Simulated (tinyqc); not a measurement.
Trap density from two Hall measurements.

Inverse problem. p-type body, charge-sheet picture, full ionisation (an idealisation for deep acceptors), Boltzmann statistics for free electrons. e = Ec - EF at the surface. psi = Eg - Vt ln(Nv/Na) - e; N_dep = sqrt(2 eps0 eps_r Na (psi - Vt)/q); n_f = sqrt(N_dep^2 + 2 eps0 eps_r Vt Nc exp(-e/Vt)/q) - N_dep; Vg = Vfb + psi + q (N_dep + n_t + n_f)/Cox, Cox = eps0 eox/tox. Find e and n_t at both points and the mean trap density between them.

Inputs (values chosen for the exercise); band and dielectric values close to those of 4H silicon carbide: temperature T = 300 K; band gap Eg = 3.21 eV; relative permittivity eps_r = 9.83; conduction-band density of states at T Nc = 1.7e19 cm^-3; valence-band density of states at T Nv = 2.52e19 cm^-3; relative permittivity of the insulator eox = 3.9; insulator thickness tox = 42 nm; acceptor density Na = 1.7e17 cm^-3; flat-band voltage without trapped charge Vfb = -2.44 V.

Constants: q = 1.602176634e-19 C, kB = 1.380649e-23 J/K, Vt = kB T/q, eps0 = 8.8541878128e-14 F/cm where lengths are in cm. Results are converted to the units shown.

Vg (V): 5.2346900  5.7030796
free sheet density from the Hall effect (cm^-2): 7.2054787e8  1.6252160e10

Answer. Each n_f fixes e; what the gate voltage holds beyond psi, N_dep and n_f is trapped; the difference quotient is the density, smeared over a few Vt.

e (eV): 0.1880  0.1070
n_t (cm^-2): 1.520e11  3.030e11
mean trap density = 1.864e12 cm^-2 eV^-1

tinyqc, about 0.02 s, one thread, Intel Xeon 2.30GHz (shared host): `OMP_NUM_THREADS=1 python tinyqc.py 2222247 2222248 out.jsonl`
